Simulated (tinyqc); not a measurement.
Length of a polyene: Hueckel, PPP and singles CI along the polyenes. Computed by the program tinyqc. Hueckel uses the same beta without repulsion; CIS keeps all single excitations and so misses the low, doubly excited 2Ag state. W is the valence ionisation energy of a centre, MN the Mataga-Nishimoto formula, f the oscillator strength.

All-trans chains of carbon centres 1.40 angstrom apart:

| parameter | value |
|---|---|
| beta (eV), times 1 +/- alternation | -2.660000 |
| alternation | 0.050000 |
| W (eV) | 11.160000 |
| gamma_rr (eV) | 10.760000 |
| repulsion formula | MN |

Gaps and excitations (eV):

| centres | Hueckel gap | PPP orbital gap | bright singlet (CIS) | f | lowest triplet (CIS) |
|---|---|---|---|---|---|
| 2 | 5.5860 | 10.8447 | 8.3366 | 0.7147 | 2.8354 |
| 6 | 2.7007 | 6.9924 | 4.7103 | 1.6511 | 1.3415 |
| 8 | 2.1897 | 6.2219 | 4.0248 | 2.1075 | 1.0870 |
| 10 | 1.8624 | 5.7107 | 3.5720 | 2.5369 | 0.9310 |

Estimate the missing row, centres = 4.

Computed row:
```
centres  Hueckel gap  PPP orbital gap  bright singlet (CIS)       f  lowest triplet (CIS)
4             3.6040           8.2773                5.8731  1.1705                1.8071
```

The Hueckel gap tends to 4 x alternation x |beta| = 0.53 eV for long chains. Exchange opens the PPP orbital gap, and the attraction of electron and hole brings the bright state 2.14 eV below it at 10 centres; the triplet lies 2.64 eV lower still.
